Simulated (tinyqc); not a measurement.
Empirical pseudopotential in a few plane waves, step by step. Computed by tinyqc, a small Python program that keeps every step. Settings: plane-wave index or count = 15. Command: `OMP_NUM_THREADS=1 python tinyqc.py 29633 29634 out.jsonl` (the two numbers bound the seeds that draw the settings). One thread of a shared host (Intel(R) Xeon(R) Processor @ 2.60GHz), about 0.2 s of CPU time with the checks.

## Bloch Hamiltonian at G

Parameters chosen for this model: fcc lattice, atoms at +/- a/8 (1,1,1); form factors in rydberg at |G|^2 in units of (2 pi/a)^2:
```
parameter                 value      unit
a                      5.470000  angstrom
VS(3)                 -0.257000        Ry
VS(8)                  0.013000        Ry
VS(11)                 0.046000        Ry
VA(3)                         0        Ry
VA(4)                         0        Ry
VA(11)                        0        Ry
hbar^2/2m (2 pi/a)^2   5.026990        eV
```

k point G (2 pi / a): [0, 0, 0]

Basis: the 15 shortest G (labels in 2 pi/a), the same at every k. H(G,G') = c |k + G|^2 delta + VS(|G-G'|^2) cos((G-G').tau) + i VA sin((G-G').tau), tau = a/8 (1,1,1); 1 Ry = 13.605693 eV.

H(k) at G (eV), order +0+0+0, -1-1-1, -1-1+1, -1+1-1, -1+1+1, +1-1-1, +1-1+1, +1+1-1, +1+1+1, -2+0+0, +0-2+0, +0+0-2, +0+0+2, +0+2+0, +2+0+0:
```
[[0.0000, 2.4725, -2.4725, -2.4725, -2.4725, -2.4725, -2.4725, -2.4725, 2.4725, 0.0000, 0.0000, 0.0000, 0.0000, 0.0000, 0.0000],
 [2.4725, 15.0810, 0.0000, 0.0000, -0.1769, 0.0000, -0.1769, -0.1769, 0.0000, -2.4725, -2.4725, -2.4725, -0.4426, -0.4426, -0.4426],
 [-2.4725, 0.0000, 15.0810, 0.1769, 0.0000, 0.1769, 0.0000, 0.0000, -0.1769, -2.4725, -2.4725, 0.4426, 2.4725, -0.4426, -0.4426],
 [-2.4725, 0.0000, 0.1769, 15.0810, 0.0000, 0.1769, 0.0000, 0.0000, -0.1769, -2.4725, 0.4426, -2.4725, -0.4426, 2.4725, -0.4426],
 [-2.4725, -0.1769, 0.0000, 0.0000, 15.0810, 0.0000, 0.1769, 0.1769, 0.0000, 2.4725, -0.4426, -0.4426, -2.4725, -2.4725, 0.4426],
 [-2.4725, 0.0000, 0.1769, 0.1769, 0.0000, 15.0810, 0.0000, 0.0000, -0.1769, 0.4426, -2.4725, -2.4725, -0.4426, -0.4426, 2.4725],
 [-2.4725, -0.1769, 0.0000, 0.0000, 0.1769, 0.0000, 15.0810, 0.1769, 0.0000, -0.4426, 2.4725, -0.4426, -2.4725, 0.4426, -2.4725],
 [-2.4725, -0.1769, 0.0000, 0.0000, 0.1769, 0.0000, 0.1769, 15.0810, 0.0000, -0.4426, -0.4426, 2.4725, 0.4426, -2.4725, -2.4725],
 [2.4725, 0.0000, -0.1769, -0.1769, 0.0000, -0.1769, 0.0000, 0.0000, 15.0810, -0.4426, -0.4426, -0.4426, -2.4725, -2.4725, -2.4725],
 [0.0000, -2.4725, -2.4725, -2.4725, 2.4725, 0.4426, -0.4426, -0.4426, -0.4426, 20.1080, 0.1769, 0.1769, -0.1769, -0.1769, 0.0000],
 [0.0000, -2.4725, -2.4725, 0.4426, -0.4426, -2.4725, 2.4725, -0.4426, -0.4426, 0.1769, 20.1080, 0.1769, -0.1769, 0.0000, -0.1769],
 [0.0000, -2.4725, 0.4426, -2.4725, -0.4426, -2.4725, -0.4426, 2.4725, -0.4426, 0.1769, 0.1769, 20.1080, 0.0000, -0.1769, -0.1769],
 [0.0000, -0.4426, 2.4725, -0.4426, -2.4725, -0.4426, -2.4725, 0.4426, -2.4725, -0.1769, -0.1769, 0.0000, 20.1080, 0.1769, 0.1769],
 [0.0000, -0.4426, -0.4426, 2.4725, -2.4725, -0.4426, 0.4426, -2.4725, -2.4725, -0.1769, 0.0000, -0.1769, 0.1769, 20.1080, 0.1769],
 [0.0000, -0.4426, -0.4426, -0.4426, 0.4426, 2.4725, -2.4725, -2.4725, -2.4725, 0.0000, -0.1769, -0.1769, 0.1769, 0.1769, 20.1080]]
```

## Levels at G

Diagonalise the Hermitian matrix.

eigenvalues (eV): [-2.6745, 10.7156, 11.1216, 11.1216, 11.1216, 14.9041, 14.9041, 14.9041, 18.2861, 19.7542, 19.7542, 23.8904, 23.8904, 23.8904, 25.7115]

## Bands along a path

The same steps at evenly spaced points between the labelled ones.

Bands along the path (eV), lowest eight:
```
k          band 1   band 2   band 3   band 4   band 5   band 6   band 7   band 8
L         -0.2091   3.1350  10.1686  10.1686  11.7855  15.9136  15.9136  19.5727
L-G 0.20  -0.8156   3.9120  10.1698  10.1698  11.8220  15.8477  15.8477  19.7321
L-G 0.40  -1.5634   5.3336  10.3387  10.3387  12.0677  15.8924  15.8924  18.3882
L-G 0.60  -2.1673   7.0810  10.6362  10.6362  12.4080  15.6907  15.6907  16.3956
L-G 0.80  -2.5462   8.9991  10.9639  10.9639  12.2966  15.0938  15.1786  15.1786
G         -2.6745  10.7156  11.1216  11.1216  11.1216  14.9041  14.9041  14.9041
G-X 0.20  -2.5030   8.8529  10.6682  10.6682  12.9843  14.2946  15.6251  15.6251
G-X 0.40  -1.9914   6.9039   9.8643   9.8643  13.3751  14.3632  17.2183  17.2183
G-X 0.60  -1.1485   5.0736   9.1990   9.1990  12.7396  13.7798  19.0638  19.1690
G-X 0.80   0.0097   3.3846   8.8215   8.8215  12.5246  12.7668  21.3248  21.3248
X          1.4591   1.8751   8.7841   8.7841  12.1338  12.7883  23.6739  23.6739
```

With 4 band(s) filled, the highest filled level on these points lies at G and the lowest empty one at G: the bands touch or overlap, so there is no gap. This holds for the small fixed basis; with all plane waves up to |k + G|^2 = 21 (2 pi/a)^2 the gap along the path is 0.30 eV.

## Convergence with the number of plane waves

Levels at G counted from the fourth one.

Levels (eV):
```
plane waves   level 1  level 5  level 8
9            -17.5786        0   0.7075
15           -13.7962        0   3.7825
27           -13.2671   0.1386   3.4073
51           -13.1718   0.2747   3.5681
59           -13.1683   0.3095   3.4439
65           -13.1753   0.3095   3.4313
89           -13.1634   0.3036   3.4392
```
